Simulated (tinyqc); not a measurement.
Worked calculation: five-level k.p model folded onto the conduction band. Values are carried at full precision from step to step, so a last printed digit may differ when a step is redone from the rounded ones.

Second-order sums for the lowest conduction level at E: 1/m = 1 + Cm + (Ep/3)(2/E + 1/(E + Dso)) - (Ep2/3)(2/(E7 + D2 - E) + 1/(E7 - E)); g/2 = 1 + Cg - (Ep/3)(1/E - 1/(E + Dso)) - (Ep2/3)(1/(E7 - E) - 1/(E7 + D2 - E)). E is counted from the top of the valence band; E = Eg at the edge.

Constants: hbar^2/2m0 = 3.80998211 eV angstrom^2.

Parameters, chosen for this exercise (near those of GaAs; the results hold for these values, not for the real material): Eg = 1.602 eV (gap at Gamma to the s-like level); Dso = 0.323 eV (spin-orbit splitting); Ep = 26.7 eV (Kane energy); E7 = 4.58 eV (upper Gamma7 conduction level, from the valence top); D2 = 0.15 eV (its spin-orbit splitting, Gamma8 above Gamma7); Ep2 = 2 eV (Kane energy to the upper levels); Cm = -1.6 (remote term in 1/m); Cg = -0.02 (remote term in g/2); k = 0.046 1/angstrom (wave vector along z).

## Mass and g factor term by term

Evaluate at E = Eg.

Terms:
```
level,part of 1/m,part of g
free + remote,-0.6000,1.9600
Gamma8 valence,11.1111,-11.1111
Gamma7 valence,4.6234,9.2468
Gamma8 upper,-0.4263,0.4263
Gamma7 upper,-0.2239,-0.4477
```

m = 0.0690 m0
g = 0.074

The valence levels give 15.73 to 1/m and the upper levels take 0.65 away. In g the two valence terms nearly cancel when Dso is small against Eg; here Dso/Eg = 0.20 and they leave -1.864, the upper pair -0.021. This nearly cancels the free value 2, so 5 % in Ep moves g by about 0.1.

## The matrix at one k

For k along z and one spin sector the level c couples to four states. With c0 = hbar^2/2m0, P = sqrt(Ep c0), P2 = sqrt(Ep2 c0): diagonal Eg + (1 + Cm) c0 k^2 for c, and 0, -Dso, E7 + D2, E7 for lh, so, G8 up, G7 up (their own dispersion is left out); couplings of c: sqrt(2/3) P k to lh, sqrt(1/3) P k to so, sqrt(2/3) P2 k to G8 up, sqrt(1/3) P2 k to G7 up (phases chosen real).

Fill in the matrix.

H (eV):
```
,c,lh,so,G8 up,G7 up
c,1.59716,0.37882,0.26786,0.10368,0.07331
lh,0.37882,0,0,0,0
so,0.26786,0,-0.32300,0,0
G8 up,0.10368,0,0,4.73000,0
G7 up,0.07331,0,0,0,4.58000
```

## Exact folding onto c

Solve E = H_cc + S(E), S(E) = sum_j H_cj^2/(E - H_jj), from E = H_cc, by plain substitution and by Newton steps on E - H_cc - S(E). The weight of c in the state is Z = 1/(1 - dS/dE). The exact level is the third eigenvalue of H from below.

Iterates (eV):
```
step,substitution,Newton
0,1.59716,1.59716
1,1.71915,1.71038
2,1.71032,1.71088
3,1.71092,1.71088
4,1.71088,1.71088
5,1.71088,1.71088
6,1.71088,1.71088
7,1.71088,1.71088
```

exact level = 1.71088 eV
Z = 0.9362

Substitution multiplies the error by about dS/dE = 1 - 1/Z = -0.068 a step, so it alternates; after 7 steps it is off by 8.3e-10 eV, while Newton is within 1e-5 eV from step 2 on.

## Loewdin series

Expanding E = H_cc + S(E) about Eg in powers of k^2, with s_n = sum_j H_cj^2/(Eg - H_jj)^n: order k^2: e2 = (1 + Cm) c0 k^2 + s1; order k^4: e4 = -s2 e2; order k^6: e6 = s3 e2^2 + s2^2 e2.

Give each order and the partial sums, counted from Eg.

s1 (eV), s2 (no unit), s3 (1/eV); (1 + Cm) c0 k^2 is H_cc - Eg: 0.12161  0.07698  0.04441

e2, e4, e6 (eV): 0.11677  -0.00899  0.00130

partial sums (eV): 0.11677  0.10778  0.10908

The exact value is 0.10888 eV; the errors of the partial sums are +7.89, -1.10 and +0.20 meV.

## Checks

- Curvature of the exact level at small k against the sum for 1/m: both 14.484.

tinyqc: `OMP_NUM_THREADS=1 python tinyqc.py 1080215 1080216 out.jsonl`; about 0.01 s, one thread, shared Intel(R) Xeon(R) Processor @ 2.30GHz.
